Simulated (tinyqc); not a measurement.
# Changing the optical or intervalley deformation potential D_o

Model: hot carriers by balance equations with a heated Maxwellian. Computed by tinyqc, a small Python program. Command: `OMP_NUM_THREADS=1 python tinyqc.py 3019639 3019640 out.jsonl hot sweep`. One thread of a shared host (Intel(R) Xeon(R) Processor @ 2.30GHz), about 0.04 s of CPU time with the checks.

The carriers follow a Maxwellian at an electron temperature T_e, slightly displaced; the drift energy is neglected against k_B T_e. The balance averages the rate, not the time, so mu_0 lies below the relaxation-time value.

Inputs (values chosen for the exercise, modelled on electrons in silicon):
```
quantity                            value    unit
effective mass m                    0.326     m_0
density rho                          2329  kg/m^3
sound velocity v_l                   8790     m/s
acoustic deformation potential D_A    9.1      eV
phonon energy hbar w                 60.9     meV
final valleys Z_f                       5       -
lattice temperature T                 200       K
electric field F                      5.4   kV/cm
iteration cap                         300       -
```

Band: parabolic. Solver: Newton.

Constants: k_B = 8.617333262e-05 eV/K; k_B = 1.380649e-23 J/K; e = 1.602176634e-19 C; hbar = 1.054571817e-34 J s; m_0 = 9.1093837015e-31 kg; hbar = 6.582119569e-16 eV s.

Method:
- Parabolic band: E = hbar^2 k^2/(2 m), speed v = hbar k/m, states per spin, volume and energy g(E) = m k/(2 pi^2 hbar^2). Masses are multiplied by m_0 and all formulas are in SI units.
- Phonon occupation N_q = 1/(exp(hbar w/(k_B T)) - 1).
- Acoustic deformation potential (elastic, equipartition, absorption and emission together): 1/tau = 2 pi k_B T D_A^2 g(E)/(hbar rho v_l^2).
- Optical or intervalley deformation potential: 1/tau = (pi Z_f D_o^2/(rho w)) [N_q g(E + hbar w) + (N_q + 1) g(E - hbar w)], with g = 0 below the band edge.
- Averages over the Maxwellian, <y> = int y x^(1/2) exp(-x) dx / int x^(1/2) exp(-x) dx with x = E/(k_B T_e), split at x_0 = hbar w/(k_B T_e): 64 Gauss-Legendre points in sqrt(x) below it and 128 in sqrt(x - x_0) above it, up to x = 32. Momentum balance: mu(T_e) = e/(m nu), nu = <x (sum of rates)>/<x>. Power lost per carrier: P(T_e) = hbar w <emission rate - absorption rate> + <(2 m v_l^2/(k_B T)) (E - 2 k_B T) acoustic rate>.
- Energy relaxation time at weak heating: tau_E = (3/2) k_B / (dP/dT_e), the derivative by a central difference of +/- 0.5 K at T_e = T.
- Newton: h(T_e) = P - e mu F^2, T_new = T_e - h/h', with h' by a central difference of +/- 0.5 K, limited to the range T to 3 T_e.
- Start at T_e = 1.5 T; stop when T_e moves by less than 1e-6 K or exceeds 1e6 K.
- v = mu(T_e) F; warm-carrier coefficient (mu/mu_0 - 1)/F^2.

One run for each value; columns: (1) optical or intervalley deformation potential D_o (1e8 eV/cm); (2) drift velocity (1e7 cm/s); (3) electron temperature T_e (K); (4) energy relaxation time tau_E (ps); (5) low-field mobility mu_0 (cm^2/(V s)):
```
(1)       (2)     (3)     (4)     (5)
1.0   0.58327  1814.9  12.580  3484.0
1.5   0.63906  1262.3   6.789  3402.7
3.2   0.73047   518.2   1.722  2961.0
4.7   0.70820   362.3   0.817  2482.9
6.9   0.62949   277.9   0.383  1842.4
10.0  0.49938   233.5   0.183  1204.5
15.0  0.32179   210.5   0.082   659.6
```

Give the missing row, optical or intervalley deformation potential D_o (1e8 eV/cm) = 2.2.

Computed row; columns: (1) optical or intervalley deformation potential D_o (1e8 eV/cm); (2) drift velocity (1e7 cm/s); (3) electron temperature T_e (K); (4) energy relaxation time tau_E (ps); (5) low-field mobility mu_0 (cm^2/(V s)):
```
(1)      (2)    (3)    (4)     (5)
2.2  0.70090  798.5  3.475  3245.7
```

Interpolating between the two neighbouring rows (the first column on a logarithmic scale, the others too where they are positive) misses most in drift velocity (1e7 cm/s), by 2.4 %. Over the rows, drift velocity (1e7 cm/s) goes from 0.583 through a maximum among these rows, 0.730 at 3.20, to 0.322; electron temperature T_e (K) falls from 1810 to 211 (exponent d ln y / d ln x -0.90 between the first rows and -0.26 between the last); energy relaxation time tau_E (ps) falls from 12.6 to 0.0818 (exponent d ln y / d ln x -1.5 between the first rows and -2.0 between the last).

Caution (rows 1.00): k_B T_e exceeds 0.12 eV, where non-parabolicity and a non-Maxwellian tail matter. Caution (rows 4.70, 6.90, 10.0, 15.0): the drift energy m v^2/2 is not small against the heating (3/2) k_B (T_e - T), so T_e - T is rough.

Extremes, crossings and ranges named in words are read from the listed rows.
